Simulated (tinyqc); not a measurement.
Raising U: Hubbard ring of 5 sites, mean field against exact. Computed by the program tinyqc. 

one-body matrix (hopping and site energies) (eV):
```
         1        2        3        4        5
1   0.0000  -0.5500   0.0000   0.0000  -0.5500
2  -0.5500   0.0000  -0.5500   0.0000   0.0000
3   0.0000  -0.5500   0.0000  -0.5500   0.0000
4   0.0000   0.0000  -0.5500   0.0000  -0.5500
5  -0.5500   0.0000   0.0000  -0.5500   0.0000
```

electrons, up and down: 3  2

Collinear unrestricted mean field (the lowest of 40 random starts) against exact diagonalisation.

Exact and mean-field results (eV):

| U | U/t | E exact | E mean field | mean \|n_up - n_down\| | double occupancy, exact | first gap in the sector |
|---|---|---|---|---|---|---|
| 0.2800 | 0.5091 | -2.896806 | -2.885850 | 0.2000 | 0.2211 | 0.0000 |
| 0.5500 | 1.0000 | -2.611150 | -2.568212 | 0.2200 | 0.2019 | 0.0000 |
| 1.1000 | 2.0000 | -2.112010 | -1.942698 | 0.3353 | 0.1610 | 0.0000 |
| 1.6500 | 3.0000 | -1.723109 | -1.415984 | 0.6113 | 0.1227 | 0.0000 |
| 2.2000 | 4.0000 | -1.430045 | -1.080966 | 0.7873 | 0.0918 | 0.0000 |
| 3.3000 | 6.0000 | -1.043835 | -0.727999 | 0.9086 | 0.0530 | 0.0000 |
| 4.4000 | 8.0000 | -0.812509 | -0.547791 | 0.9492 | 0.0332 | 0.0000 |
| 6.6000 | 12.0000 | -0.557572 | -0.366022 | 0.9776 | 0.0161 | 0.0000 |
| 11.0000 | 20.0000 | -0.339852 | -0.219862 | 0.9920 | 0.0061 | 0.0000 |

In absolute terms mean field is worst at U/t = 4.0, 0.349 eV too high: at small U it is nearly exact, and at large U it misses only exchange-scale energies. Relative to the exact energy its error is 0.4 % at the smallest U, 35 % at most and 35 % at the largest. The double occupancy falls from 0.221 to 0.006; the lowest level is degenerate at every U, so the first gap stays zero.
